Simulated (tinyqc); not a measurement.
Worked calculation: lateral field, substrate current, probability of reaching the oxide barrier and hot-carrier lifetime of a silicon transistor (pseudo-two-dimensional and lucky-electron models). Computed by tinyqc, a small Python program that keeps every step. Command: `OMP_NUM_THREADS=1 python tinyqc.py 3028842 3028843 out.jsonl hotcar walk`. One thread of a shared host (Intel(R) Xeon(R) Processor @ 2.30GHz), about 0.01 s of CPU time with the checks. Intermediate numbers are printed to about 6 digits and carried at full precision; extremes and crossings named in words are read from the listed rows.

Local-field models: a lucky carrier gains its energy at the peak field over a path free of collisions. Voltages are magnitudes.

Inputs (values chosen for the exercise, modelled on a silicon p-channel):
```
quantity                                value                      unit
channel length L                          690                        nm
oxide thickness t                          18                        nm
junction depth x_j                        210                        nm
mobility mu                               140                cm^2/(V s)
saturation velocity v_s                  0.73                  1e7 cm/s
threshold voltage V_T                    0.46                         V
gate voltage V_G                          5.3                         V
drain voltage V_D                          11                         V
ionisation prefactor A_i              8.3e+06                      1/cm
ionisation field B_i                     3.54                     MV/cm
hot-carrier mean free path lambda         4.7                        nm
oxide barrier phi_b                       4.6                        eV
interface-trap threshold phi_it           4.5                        eV
lifetime constant H                       200  s microampere/micrometre
length of the depleted extension L_n       44                        nm
```

Drain: lightly doped extension.

Constants: eps_0 = 8.8541878128e-12 F/m.

## Saturation point and current

C_ox = 3.9 eps_0/t; F_sat = 2 v_s/mu; V_Dsat = V_ov F_sat L/(V_ov + F_sat L), V_ov = V_G - V_T; I_D/W = C_ox v_s (V_ov - V_Dsat).

F_sat = 104.286 kV/cm

V_Dsat = 2.89366 V

drain current I_D/W = 272.573 microampere/micrometre

## Peak lateral field

Scale length l = 0.22 t^(1/3) x_j^(1/2) (all in cm); F_m = sqrt(((V_D - V_Dsat)/l_e)^2 + F_sat^2), with l_e = l + L_n; length of the velocity-saturated region l_e ln((V_D - V_Dsat)/(l_e F_sat) + F_m/F_sat).

scale length l = 122.637 nm

peak field F_m = 497.518 kV/cm

velocity-saturated length = 374.014 nm

energy gained over one free path, e lambda F_m = 0.233834 eV

The field rises from F_sat to F_m as cosh(x/l_e), a factor 4.8, over 54 % of L.

## Hot-carrier currents and lifetime

Substrate current I_sub/I_D = (A_i/B_i)(V_D - V_Dsat) exp(-B_i/F_m); probability of reaching the oxide barrier exp(-phi_b/(e lambda F_m)); lifetime tau = (H/(I_D/W)) exp(phi_it/(e lambda F_m)).

I_sub/I_D = 0.0154439

substrate current I_sub/W = 4.20958 microampere/micrometre

probability of reaching phi_b = 2.86095e-09

lifetime tau = 1.67228e+08 s

exponent m = phi_it/(e lambda B_i) = 2.70465

Since both exponentials depend on 1/F_m, tau I_D scales about as (I_sub/I_D)^(-m) with m = 2.70, which lets I_sub serve as the monitor. The lifetime is 0.530 times ten years (3.156e8 s).

## Substrate current against gate voltage

The formulas are those given above.

At the given drain voltage:
```
V_G (V)  V_Dsat (V)  I_D/W (microampere/micrometre)  F_m (kV/cm)  I_sub/W (microampere/micrometre)      tau (s)
1.0         0.50230                           5.279      638.545                           0.50823  1.23132e+08
1.6         0.98409                          21.834      610.040                           1.54785  5.99898e+07
2.6         1.64945                          68.698      570.740                           3.04897  5.61842e+07
3.7         2.23407                         140.874      536.285                           3.93498  8.04993e+07
5.1         2.82096                         254.745      501.785                           4.21709  1.51923e+08
6.9         3.39846                         425.949      467.941                           3.93434  3.61163e+08
8.6         3.81939                         605.074      443.352                           3.47026  7.90853e+08
10.0        4.10183                         761.581      426.896                           3.08444  1.44447e+09
12.0        4.43210                         995.417      407.706                           2.59805  3.17605e+09
```

I_sub peaks at V_G = 5.1 V, 0.46 V_D: a higher gate voltage brings more carriers but raises V_Dsat and so lowers F_m. The shortest lifetime among the rows lies at V_G = 2.6 V, below that of the largest I_sub, since tau depends more steeply on the field.

## Extrapolating accelerated tests

V_10 solves tau = 3.156e8 s at the given V_G. The extrapolation fits ln(tau) against 1/V_D at 1, 1.08, 1.16 and 1.25 times the given V_D (rounded to 3 digits) by least squares and reads off the same tau.

Stress points:
```
V_D (V)  1/V_D (1/V)      tau (s)
11.0       0.0909091  1.67228e+08
11.9       0.0840336  2.62844e+07
12.8       0.0781250  5.68690e+06
13.8       0.0724638  1.37912e+06
```

ten-year drain voltage V_10 = 10.7289 V

V_10 from the 1/V_D extrapolation = 10.6998 V

The extrapolation is 29 mV below the true value: ln(tau) is nearly linear in 1/(V_D - V_Dsat), not in 1/V_D, so the straight line errs on the safe side when one extrapolates down.

Checks made by the program: voltage drop as the integral of F_sat cosh(x/l_e) over the saturated length (relative difference below 1e-10).
